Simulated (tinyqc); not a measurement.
Comparisons within one model: model-solid line-up of a strained alloy layer on a substrate. A value that a table varies takes the place of the one given here.

All values of the alloy are linear in x but the gap, Eg(x) = (1 - x) Eg_A + x Eg_B - C x (1 - x), and the valence edge, Ev(x) = (1 - x) Ev_A + x Ev_B + fv C x (1 - x); Ec = Ev + Eg. Ev is the top of the unstrained valence band on a scale common to all materials. In the layer only the Gamma valley of the conduction band is followed, also where an X or L valley would lie lower.

Coherent growth on a (111) face: e_par = (a_s - a)/a, e_perp = -(2 C11 + 4 C12 - 4 C44)/(C11 + 2 C12 + 4 C44) e_par; exx = eyy = ezz = (2 e_par + e_perp)/3 and exy = eyz = ezx = (e_perp - e_par)/3.

Strained edges: Ec + ac tr(e); the valence edges are Ev plus the levels of the 6 x 6 matrix of X, Y, Z times spin with -Dso/3 + l exx + m (eyy + ezz) on the diagonal (cyclic), n exy off it, l = av + 2 b, m = av - b, n = sqrt(3) d. Spin-orbit term (Dso/3) L.sigma on X, Y, Z with (L_k)_ij = -i epsilon_kij: <X+|H|Y+> = -i Dso/3, <X+|H|Z-> = Dso/3, <Y+|H|Z-> = -i Dso/3, <Z+|H|X-> = -Dso/3, <Z+|H|Y-> = i Dso/3, <X-|H|Y-> = i Dso/3, and their conjugates; + and - are the spin along z.

dEc = Ec(substrate) - Ec(layer), dEv = Ev(layer) - Ev(substrate); positive values confine the carrier in the layer. Type I: both of one sign; type II: opposite signs; type III: the gaps do not overlap.

Coherent growth: e_par = (a_s - a)/a. (001): e_perp = -2 (C12/C11) e_par; exx = eyy = e_par, ezz = e_perp, no shear. (111): e_perp = -(2 C11 + 4 C12 - 4 C44)/(C11 + 2 C12 + 4 C44) e_par; exx = eyy = ezz = (2 e_par + e_perp)/3 and exy = eyz = ezx = (e_perp - e_par)/3. (110): e_perp = -(C11 + 3 C12 - 2 C44)/(C11 + C12 + 2 C44) e_par; exx = eyy = (e_par + e_perp)/2, ezz = e_par, exy = (e_perp - e_par)/2, eyz = ezx = 0.

Parameters, chosen for this exercise (A near InP, B near GaP, substrate near GaAs; the results hold for these values, not for the real material): a = (5.878, 5.453) angstrom (lattice constant of A, B); Eg = (1.421, 2.854) eV (gap at Gamma to the s-like level of A, B); Dso = (0.109, 0.08) eV (spin-orbit splitting of A, B); Ev = (-0.95, -1.29) eV (top of the unstrained valence band of A, B); ac = (-5.95, -8.26) eV (conduction deformation potential of A, B); av = (0.61, 1.69) eV (valence hydrostatic potential of A, B); b = (-2.01, -1.6) eV (tetragonal shear potential of A, B); d = (-4.97, -4.6) eV (trigonal shear potential of A, B); C11 = (100.5, 141.8) GPa (of A, B); C12 = (56.2, 61.8) GPa (of A, B); C44 = (45.8, 71.1) GPa (of A, B); C = 0.736 eV (bowing of the gap); fv = 0 (share of the bowing taken by the valence edge); a_s = 5.657 angstrom (substrate); Eg_s = 1.498 eV (lowest gap of the substrate); Ev_s = -0.8 eV (substrate valence edge); face = 111 (growth face); x = 0.24 (fraction of B).

## Composition against offsets

Each composition is strained to the same substrate.

Results:
```
x     e_par (%)  relaxed gap (eV)  strained gap (eV)  valence splitting (meV)  dEc (eV)  dEv (eV)  type
0.11      -2.99             1.507              1.664                       64    -0.083    -0.083     I
0.22      -2.20             1.610              1.743                       60    -0.091    -0.154     I
0.34      -1.33             1.743              1.835                       52    -0.110    -0.227     I
0.45      -0.52             1.884              1.924                       33    -0.137    -0.289     I
0.56       0.30             2.042              1.989                       28    -0.171    -0.320     I
0.67       1.14             2.218              1.994                      119    -0.214    -0.282     I
0.79       2.07             2.431              1.997                      225    -0.269    -0.230     I
0.90       2.94             2.644              2.003                      321    -0.327    -0.178     I
```

The alloy matches the substrate at x = 0.520, where the top valence edge changes its character and the splitting passes through zero. The strained gap runs from 1.664 to 2.003 eV, against 1.507 to 2.644 eV for the relaxed alloy: strain takes back part of the change that the composition makes. Strains above 2 % can be kept only in layers of a few nanometres. The line-up is type I throughout, with the layer as the barrier. Where the alloy is indirect its X or L edge, left out, lies lower and sets the real gap and dEc.

## The same layer on three faces

Composition and substrate are kept.

Results:
```
face   e_perp (%)  tr(e) (%)  shift of Ec (meV)  shift of Ev (meV)  valence splitting (meV)  gap (eV)
(001)       2.148     -1.973              128.3               63.3                     57.4    1.6957
(111)       1.159     -2.962              192.6               65.0                     58.7    1.7584
(110)       1.360     -2.761              179.6               72.5                     74.2    1.7377
```

The layer yields most along the normal on (001) and least on (111), so the volume change, and with it the shift of Ec, is largest on (111). The valence splitting, set by b on (001), by d on (111) and by both on (110), is largest on (110). The gaps span 63 meV, from (001) to (111).

## What each parameter does

Strained gap, valence splitting and offsets. Each row changes one parameter from the base and keeps the others.

Results:
```
case                     gap (eV)  splitting (meV)  dEc (eV)  dEv (eV)
base                       1.7584             58.7   -0.0937   -0.1666
x = 0.22                   1.7434             59.6   -0.0913   -0.1541
a_s = 5.637 angstrom       1.7798             60.1   -0.1261   -0.1557
C = 0.836 eV               1.7401             58.7   -0.0755   -0.1666
fv = 0.2                   1.7584             58.7   -0.1206   -0.1398
Ev_s = -0.75 eV            1.7584             58.7   -0.0437   -0.2166
d = (-5.716, -5.29) eV     1.7447             60.0   -0.0937   -0.1530
b = (-2.311, -1.84) eV     1.7584             58.7   -0.0937   -0.1666
Dso = (0.125, 0.092) eV    1.7584             65.6   -0.0937   -0.1666
```

The largest shifts from the base row, up to three for each result and ties (the steps differ in size, so this ranks the rows, not the parameters). gap (eV): a_s +0.0215, C -0.0182, x -0.0149; unchanged at the printed digits by fv, Ev_s, b and Dso. splitting (meV): Dso +7.0, a_s +1.4, d +1.3; unchanged at the printed digits by C, fv, Ev_s and b. dEc (eV): Ev_s +0.0500, a_s -0.0324, fv -0.0268; unchanged at the printed digits by d, b and Dso. dEv (eV): Ev_s -0.0500, fv +0.0268, d +0.0136; unchanged at the printed digits by C, b and Dso.

Run: tinyqc, `OMP_NUM_THREADS=1 python tinyqc.py 1080791 1080792 out.jsonl`; Intel(R) Xeon(R) Processor @ 2.30GHz, one thread, shared host; about 0.02 s of CPU time with all checks.
